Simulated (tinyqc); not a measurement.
Where a trap does most harm: tunnelling through a thin dielectric with one trap, as a tight-binding chain.

Hopping -t everywhere, t = c/(m a^2), c = hbar^2/2m0; lead sites at 2t (band bottom 0), barrier sites 1 to N at 2t + phi, and site j has U besides. No voltage. Leads give S = -t exp(ika) on sites 1 and N, cos(ka) = 1 - E/(2t). T = (2 t sin(ka))^2 |G_1N|^2, G = (E - H - S)^-1. In the barrier cosh(q a) = 1 + (phi - E)/(2t).

Resonance: the lowest eigenvalue of H + S(E), iterated until its real part equals E (40 rounds from Eb = phi + 2t - sqrt(4t^2 + U^2), the level in an endless barrier). With v the normalised squared amplitudes of that state, Gamma_L = 2 t sin(ka) v_1, Gamma_R = 2 t sin(ka) v_N; Breit-Wigner T = Gamma_L Gamma_R/((E - Er)^2 + (Gamma_L + Gamma_R)^2/4).

Constants: hbar^2/2m0 = 3.80998211 eV angstrom^2.

Values chosen for the exercise (barrier and mass of the size used for SiO2 on silicon; not measured data): a = 2.5 angstrom (site spacing); m = 0.4 m0 (mass, the same in leads and barrier); phi = 3.26 eV (conduction edge of the barrier above that of the leads); N = 9 (barrier sites); U = -4.69 eV (extra energy on the trap site).

The trap is moved through the barrier. The area under the resonance, 2 pi Gamma_L Gamma_R/(Gamma_L + Gamma_R), sets the current through it.

Against position:
```
j  Er (eV)  Gamma_L (meV)  Gamma_R (meV)      peak  area (meV)
3   0.7111           16.5       0.000981  0.000237     0.00616
4   0.7143           1.46         0.0113    0.0304      0.0703
6   0.7143         0.0113           1.46    0.0304      0.0703
7   0.7111       0.000981           16.5  0.000237     0.00616
```

Give the missing row, j = 5.

Computed row:
```
j  Er (eV)  Gamma_L (meV)  Gamma_R (meV)  peak  area (meV)
5   0.7145          0.129          0.129  1.00       0.404
```

The area is largest at j = 5 (0.404 meV) and 65.5 times smaller at j = 3: the slower of the two steps limits the current, so traps in the middle carry most. Each site towards a lead multiplies its width by about 11.37, close to exp(2 q a) = 11.38 at Eb.

Program tinyqc; command `OMP_NUM_THREADS=1 python tinyqc.py 1452424 1452425 out.jsonl`; about 0.07 s on one thread of a shared Intel(R) Xeon(R) Processor @ 2.30GHz.
